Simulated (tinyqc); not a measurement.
# Signal and retention of a DRAM cell: effect of temperature

A stored one starts at Vd and leaks: Cs dV/dt = -I(V), I = a sqrt((V + Vb)/(Vd + Vb)) + b, with a = Ig exp[-(Eg1 q/kB)(1/T - 1/T0)] (generation in a depletion layer) and b = Is exp[-(Es q/kB)(1/T - 1/T0)]. The bit line is precharged to Vd/2, and charge sharing gives the signal (V - Vd/2) Cs/(Cs + Cb).

The cell fails below Vc = Vd/2 + dm (Cs + Cb)/Cs. With s = sqrt((Vc + Vb)/(Vd + Vb)), the time from Vd to Vc is t = [2 Cs (Vd + Vb)/a] [1 - s - (b/a) ln((a + b)/(a s + b))]. This time is the median of a log-normal spread: failing cells = Nc erfc(z/sqrt 2)/2, z = ln(t/tr)/sg.

Parameters, values chosen for the exercise:
```
symbol   value  unit                                                  meaning
Vd         1.1     V                                            array voltage
Cs          17    fF                                         cell capacitance
Cb         104    fF                                     bit-line capacitance
dm          38    mV        smallest signal that the sense amplifier resolves
Vb        1.47     V  built-in plus back-bias voltage of the storage junction
Ig         1.9    fA                        junction leakage at V = Vd and T0
Is        0.11    fA                        voltage-independent leakage at T0
Es        0.32    eV                                  activation energy of Is
T0         358     K                                    reference temperature
sg        0.55                 deviation of ln(retention time) over the cells
Nc      1.07e9                                                          cells
tr          32    ms                                         refresh interval
Eg1       0.55    eV                                  activation energy of Ig
```

Constants: q = 1.602176634e-19 C, kB = 1.380649e-23 J/K. Results are converted to the units shown.

Effect of temperature:
```
T (K),a (fA),b (fA),retention time (s),failing cells
298,0.05246,0.01363,73.54,3.005e-36
318,0.2018,0.02984,21.03,2.181e-23
338,0.6616,0.05954,6.763,1.160e-13
358,1.900,0.1100,2.428,1.877e-6
368,3.084,0.1458,1.512,0.001281
378,4.880,0.1904,0.9631,0.3221
398,11.40,0.3120,0.4171,1625
```

The retention time falls from 73.5 to 0.417 s, halving every 16.6 K at the hot end. Its apparent activation energy goes from 0.511 to 0.542 eV, between Es = 0.32 and Eg1 = 0.55 eV, as the share of a in the leakage grows from 79.4 to 97.3 %.

Range of the model: Real arrays also hold a tail of unusually leaky cells and cells whose retention varies in time, which this model lacks.

tinyqc, about 0.01 s, one thread, Intel Xeon 2.30GHz (shared host): `OMP_NUM_THREADS=1 python tinyqc.py 2130123 2130124 out.jsonl`
